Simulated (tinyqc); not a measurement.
Deformation-potential model of the Delta valleys of a conduction band: one step. Conductivity mass tensor. Three cases, with inputs chosen for the exercise.

Problem. With one scattering time for all valleys the conductivity goes as M = sum_i n_i (inverse mass tensor of valley i); along the unit vector u, 1/m_c = u.M.u. Without stress 1/m_c = (1/ml + 2/mt)/3. Take u along [110].

Valleys with axes along x, y and z, each a pair at +k and -k. Herring-Vogt shift of a valley with unit axis a: dE = Xd tr(e) + Xu a.e.a. Non-degenerate shares n_i = exp(-dE_i/kT)/sum_j exp(-dE_j/kT). Inverse mass tensor of a valley: (1 - a a)/mt + a a/ml; the masses are taken as independent of strain.

Case 1.

Values chosen (out of a larger set: near those of Si; not measured data): ml = 0.947 m0 (longitudinal mass); mt = 0.197 m0 (transverse mass).

shares: x 0.333333, y 0.333333, z 0.333333

Case 2.

Values chosen (out of a larger set: near those of Si; not measured data): ml = 0.931 m0 (longitudinal mass); mt = 0.193 m0 (transverse mass).

shares: x 0.262375, y 0.262375, z 0.475249

Case 3.

Values chosen (out of a larger set: near those of Si; not measured data): ml = 0.894 m0 (longitudinal mass); mt = 0.189 m0 (transverse mass).

shares: x 0.997062, y 0.001469, z 0.001469

Give: M; m_c along [110]; m_c without stress.

Solution.

Case 1.

M (1/m0):
```
       x      y      z
x  3.736  0.000  0.000
y  0.000  3.736  0.000
z  0.000  0.000  3.736
```

m_c along [110] = 0.2677 m0
m_c without stress = 0.2677 m0

The mobility along [110] does not change; with all electrons in the valleys lightest or heaviest along this direction it would change by +36 or -18 %.

Case 2.

M (1/m0):
```
       x      y      z
x  4.104  0.000  0.000
y  0.000  4.104  0.000
z  0.000  0.000  3.229
```

m_c along [110] = 0.2437 m0
m_c without stress = 0.2623 m0

The repopulation alone changes the mobility along [110] by +7.6 %; with all electrons in the valleys lightest or heaviest along this direction it would change by +36 or -18 %.

Case 3.

M (1/m0):
```
       x      y      z
x  1.131  0.000  0.000
y  0.000  5.285  0.000
z  0.000  0.000  5.285
```

m_c along [110] = 0.3117 m0
m_c without stress = 0.2564 m0

The repopulation alone changes the mobility along [110] by -17.8 %; with all electrons in the valleys lightest or heaviest along this direction it would change by +36 or -18 %.

Computed by tinyqc, one run a case: `OMP_NUM_THREADS=1 python tinyqc.py N N+1 out.jsonl` with N = 1050367, 1050525, 1080343; one thread of a shared Intel(R) Xeon(R) Processor @ 2.30GHz, about 0.03 s a run at most.
